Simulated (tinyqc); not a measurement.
# Surface potential of a MOS transistor: implicit equation and explicit approximations: effect of the acceptor density at fixed gate voltage

p-type body, charge-sheet picture, depletion and inversion only, full ionisation (an idealisation for deep acceptors), Boltzmann statistics (rough once Na exp(x - xn) passes about Nc/7). In units of Vt: xg = (Vg - Vfb)/Vt, x = psi/Vt, G = gamma/sqrt(Vt), xn = (2 phiF + Vc)/Vt. The implicit equation is (xg - x)^2 = G^2 [x - 1 + exp(x - xn)] for x above about 3. Cox = eps0 eox/tox.

ni = sqrt(Nc Nv) exp(-Eg/(2 Vt)), Eg in volts; phiF = Vt ln(Na/ni); gamma = sqrt(2 q eps0 eps_r Na)/Cox; VT = Vfb + Vt (xn + G sqrt(xn - 1)). Depletion value a = 1 + [sqrt(G^2/4 + xg - 1) - G/2]^2; inversion value b = xn + ln[(xg - xn)^2/G^2 - xn + 1] and first guess y = min(a, b) - ln(1 + exp(-|a - b|)) if a > xn + 1, else b = y = a; one second-order correction with D = exp(y - xn), p = 2 (xg - y) + G^2 (1 + D), w = (xg - y)^2 - G^2 (y - 1 + D): z = y + 2 w/(p + sqrt(p^2 - 2 (2 - G^2 D) w)), or the Newton step z = y + w/p where the root is not real. N_inv = (Cox Vt G/q) [sqrt(x - 1 + exp(x - xn)) - sqrt(x - 1)] at the root. Lambert form (Cox m Vt/q) W0[(G/(2 m sqrt(xn - 1))) exp((Vg - VT)/(m Vt))], m = 1 + G/(2 sqrt(xn - 1)). Errors under 1e-4 mV, and the linear form below VT, are printed as 0. Vfb is held fixed.

Inputs (values chosen for the exercise); band and dielectric values close to those of silicon: temperature T = 400 K; band gap Eg = 1.12 eV; relative permittivity eps_r = 11.5; conduction-band density of states at T Nc = 4.37e19 cm^-3; valence-band density of states at T Nv = 4.1e19 cm^-3; relative permittivity of the gate insulator (close to aluminium oxide) eox = 8.94; insulator thickness tox = 5 nm; flat-band voltage Vfb = -0.35 V; channel-body voltage Vc = 0.5 V; gate-body voltage Vg = 1.7 V.

Constants: q = 1.602176634e-19 C, kB = 1.380649e-23 J/K, Vt = kB T/q, eps0 = 8.8541878128e-14 F/cm where lengths are in cm. Results are converted to the units shown.

Result of one run:

| psi (V) | x - xn | error of y (mV) | error of z (mV) | N_inv (cm^-2) | Cox (Vg - VT)/q (cm^-2) | Lambert form (cm^-2) |
|---|---|---|---|---|---|---|
| 1.357 | 9.487 | 26.7 | 7.75 | 6.481e12 | 9.761e12 | 7.275e12 |

Which acceptor density Na gave this result: 8.1e15, 3.9e16, 8.5e16 or 1.9e17 cm^-3?

Na = 8.1e15 cm^-3.

The whole series:

| Na (cm^-3) | psi (V) | x - xn | error of y (mV) | error of z (mV) | N_inv (cm^-2) | Cox (Vg - VT)/q (cm^-2) | Lambert form (cm^-2) |
|---|---|---|---|---|---|---|---|
| 1.7e15 | 1.308 | 11.19 | 28.9 | 8.94 | 7.168e12 | 1.101e13 | 8.250e12 |
| 3.7e15 | 1.332 | 10.34 | 27.8 | 8.36 | 6.845e12 | 1.040e13 | 7.783e12 |
| 8.1e15 | 1.357 | 9.487 | 26.7 | 7.75 | 6.481e12 | 9.761e12 | 7.275e12 |
| 1.8e16 | 1.382 | 8.611 | 25.5 | 7.11 | 6.049e12 | 9.047e12 | 6.702e12 |
| 3.9e16 | 1.405 | 7.755 | 24.3 | -6.71 | 5.544e12 | 8.270e12 | 6.065e12 |
| 8.5e16 | 1.429 | 6.878 | 23.1 | -4.55 | 4.909e12 | 7.361e12 | 5.302e12 |
| 1.9e17 | 1.452 | 5.936 | 22.2 | -3.52 | 4.060e12 | 6.220e12 | 4.329e12 |
| 4.1e17 | 1.471 | 4.946 | 22.3 | -3.43 | 2.987e12 | 4.839e12 | 3.149e12 |

As Na goes from 1.7e15 to 4.1e17, psi rises from 1.31 to 1.47 V, x - xn falls from 11.2 to 4.95 and N_inv falls from 7.17e12 to 2.99e12 cm^-2. The Lambert form lies between 1.05 and 1.15 times N_inv. In every row the electron quasi-Fermi level lies less than 2 Vt below the band edge at the surface, or above it, where degeneracy and confinement, left out, matter.

Computed by the program tinyqc: `OMP_NUM_THREADS=1 python tinyqc.py 2122011 2122012 out.jsonl`, one thread of a shared Intel Xeon 2.30GHz, about 0.01 s for the whole run.
